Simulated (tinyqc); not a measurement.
Depth of the trap: trap in a gate oxide as a short-range spherical well.

Energies from the conduction edge of the channel. The trap level at depth x is E_T = dEc - Et - e Fox x (1 MV/cm = 0.01 eV/angstrom). An electron at the channel edge tunnels with the WKB exponent S = (4/3) sqrt(m/c) [dEc^(3/2) - (dEc - e Fox x)^(3/2)]/(e Fox), c = hbar^2/2m0; tau = t0 exp(S); the occupation is f = 1/(1 + exp((E_T - EF)/kB T)), tau_c = tau/f and tau_e = tau/(1 - f). Lattice relaxation is left out; a level below the channel edge needs phonons as well, so tau is then a lower bound, while a level above it can also empty elastically at its own energy, through a thinner barrier, faster than this tau.

Constants: hbar^2/2m0 = 3.80998211 eV angstrom^2; kB = 8.617333262e-05 eV/K.

Values chosen for the exercise (near those of SiO2 on Si; shifted at random, so the results belong to these values and not to a real crystal): dEc = 3.11 eV (conduction offset to the channel); m = 0.472 m0 (mass); Fox = 3.9 MV/cm (oxide field, lowering levels away from the channel); t0 = 21 x 1e-11 s (time constant at the interface); T = 400 K (temperature); EF = 0.01 eV (Fermi level above the channel edge); ds = (2, 5, 8, 11, 14, 17, 20) angstrom (depths).

Et = 2.09224 eV

Each depth has its own level and time; the corner frequency is 1/(2 pi tau).

Results:
```
x (angstrom),E_T (eV),S,tau (s),corner (Hz),f
2,0.940,2.47,2.5e-09,6.4e+07,0.000
5,0.823,6.11,9.4e-08,1.7e+06,0.000
8,0.706,9.68,3.4e-06,4.7e+04,0.000
11,0.589,13.17,0.00011,1.4e+03,0.000
14,0.472,16.59,0.0034,47,0.000
17,0.355,19.94,0.096,1.7,0.000
20,0.238,23.20,2.5,0.064,0.001
```

tau spans 9.0 decades, one decade for each 1.90 angstrom at the start and 2.12 at the end, where the field has thinned the barrier. Traps spread evenly in depth are thus spread nearly evenly in ln tau; if levels near EF exist at every depth, this sums to 1/f noise and to charging that grows as ln t. With the single Et of this table only depths where f is neither 0 nor 1 contribute. The level stays above EF at all these depths.

Run: tinyqc, `OMP_NUM_THREADS=1 python tinyqc.py 1251090 1251091 out.jsonl`; Intel(R) Xeon(R) Processor @ 2.30GHz, one thread, shared host; about 0.01 s of CPU time with all checks.
